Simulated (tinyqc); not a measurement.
Inside a calculation. Model: switching kinetics of a ferroelectric film and the memory window of a ferroelectric gate stack. Computed by tinyqc, a small Python program that keeps every step. Command: `OMP_NUM_THREADS=1 python tinyqc.py 3004163 3004164 out.jsonl feswitch walk`. One thread of a shared host (Intel(R) Xeon(R) Processor @ 2.30GHz), about 0.01 s of CPU time with the checks. Intermediate numbers are printed to about 5 digits and carried at full precision; extremes and crossings named in words are read from the listed rows.

Fields in MV/cm; 1 microcoulomb/cm^2 over eps_0 is 11.29409 MV/cm. In the stack (metal, ferroelectric, interlayer, channel) the channel is taken as a conductor.

Inputs (values chosen for the exercise, for a model hafnia-based film): saturation polarisation P_s = 28 microcoulomb/cm^2; ratio P_r/P_s = 0.79; coercive field E_c = 0.87 MV/cm; permittivity of the ferroelectric eps_F = 33; thickness t_F = 11 nm; permittivity of the interlayer eps_I = 7.5; interlayer thickness t_I = 0.86 nm; share s of P screened by trapped charge = 0.78; pulse height V = 4.8 V; time constant t_inf = 5.4e-11 s; activation field E_a = 4.6 MV/cm; Merz exponent alpha = 1; dimension n = 2; half width w of log10 t = 0.93; pulse length t_p = 0.00014 s; breakdown field of the interlayer = 16 MV/cm.

Kinetics: Kolmogorov-Avrami-Ishibashi (KAI).

## The hysteresis loop

Saturated branches: P(E) = P_s tanh[(E -/+ E_c)/(2 delta)], delta = E_c/ln[(1 + P_r/P_s)/(1 - P_r/P_s)]; D = P + eps_0 eps_F E.

delta = 0.40600 MV/cm

P on both branches (microcoulomb/cm^2) at E/E_c = -3, -2, -1, -0.5, 0, 0.5, 1, 1.5, 2, 3:
```
E (MV/cm)  rising branch  falling branch
-2.610           -27.989         -27.240
-1.740           -27.910         -22.120
-0.870           -27.240           0.000
-0.435           -25.837          13.713
0.000            -22.120          22.120
0.435            -13.713          25.837
0.870              0.000          27.240
1.305             13.713          27.737
1.740             22.120          27.910
2.610             27.240          27.989
```

peak differential permittivity eps_F + P_s/(2 delta eps_0) = 422.45

## Memory window

At threshold the channel charge is negligible, so D = 0 on each branch: (1 - s) P(E) + eps_0 eps_F E = 0, with the screened share s. The rising branch has the root E0 between 0 and E_c; window = 2 E0 t_F; its upper bound is 2 E_c t_F.

field E0 = 0.62277 MV/cm

memory window = 1.3701 V

bound 2 E_c t_F = 1.914 V

fixed-charge estimate 2 (1 - s) P_r t_F/(eps_0 eps_F) = 3.6641 V

Charge and coercive field both limit the window.

## Fields in the stack

Series stack: V = E_F t_F + E_I t_I and eps_I E_I = eps_F E_F + (1 - s) P/eps_0. Before switching P = -P_r, after it P = +P_s; in retention V = 0 and P = +P_r.

E_F before switching = 3.6730 MV/cm

E_F after switching = 2.7071 MV/cm

E_I after switching = 21.188 MV/cm

depolarising field in retention = 0.42629 MV/cm

depolarising field over E_c = 0.48999

The interlayer field exceeds its breakdown field. Caution: the interlayer field exceeds its breakdown field, so charge injection would change the fields.

## Switched share after the pulse

Merz's law: t1 = t_inf exp[(E_a/E)^alpha] at the mean of the fields before and after switching. KAI: switched share = 1 - exp[-(t/t1)^n].

mean field = 3.1901 MV/cm

switching time t1 = 2.2837e-10 s

switched share = 1

t_p is 610000 t1. A field higher by 10 % would shorten t1 by a factor 1.1.

## KAI against NLS in time

KAI: 1 - exp[-(t/t1)^n]. NLS: the same kernel averaged over the Lorentzian F = (1/pi) w/[(z - log10 t1)^2 + w^2] in z = log10 tau.

Switched share:
```
log10(t/t1)     KAI      NLS
-3.0         0.0000  0.10051
-2.0         0.0001  0.14927
-1.0         0.0100  0.26734
-0.5         0.0952  0.38392
-0.2         0.3284  0.47431
0.0          0.6321  0.53799
0.2          0.9189  0.59954
0.5          1.0000  0.68023
1.0          1.0000  0.77500
2.0          1.0000  0.86715
3.0          1.0000  0.90734
```

KAI goes from 10 to 90 % within 0.67 decades of time; a Lorentzian of this width needs about 2 w tan(0.4 pi) = 5.7 decades. Three decades after t1, 9.3 % of the NLS film has not switched, and three decades before it 10.1 % already has: the tails set write margins and disturb errors.

## Interlayer thickness

Series stack: V = E_F t_F + E_I t_I and eps_I E_I = eps_F E_F + (1 - s) P/eps_0. E_I is for P = +P_s at the pulse height, the depolarising field for P = +P_r at V = 0; V needed puts E_F = 1.5 E_c after switching.

Stack against t_I:
```
t_I (nm)  E_F after (MV/cm)  E_I (MV/cm)  depolarising field / E_c  V needed (V)
0.3                  3.6702       25.425                    0.2051        1.8860
0.5                  3.2850       23.730                    0.3191        2.1864
0.8                  2.7947       21.573                    0.4641        2.6370
1.2                  2.2647       19.241                    0.6209        3.2377
1.6                  1.8380       17.364                    0.7471        3.8384
2.0                  1.4873       15.820                    0.8508        4.4391
3.0                  0.8335       12.944                    1.0442        5.9410
```

Each nanometre of interlayer costs 1.50 V, against 0.13 V for a nanometre of ferroelectric. The depolarising field grows from 0.21 to 1.04 E_c. At E_F = 1.5 E_c the interlayer carries (1.5 eps_F E_c + (1 - s) P_s/eps_0)/eps_I = 15.0 MV/cm whatever its thickness. Caution: rows with E_I above the breakdown field of the interlayer cannot be reached without charge injection. Caution: where E_F after switching is below E_c the switching stalls before P_s, and where the depolarising field exceeds E_c the state switches back, so those rows describe states that are not held.

Checks made by the program: the remanence (relative difference below 1e-10).
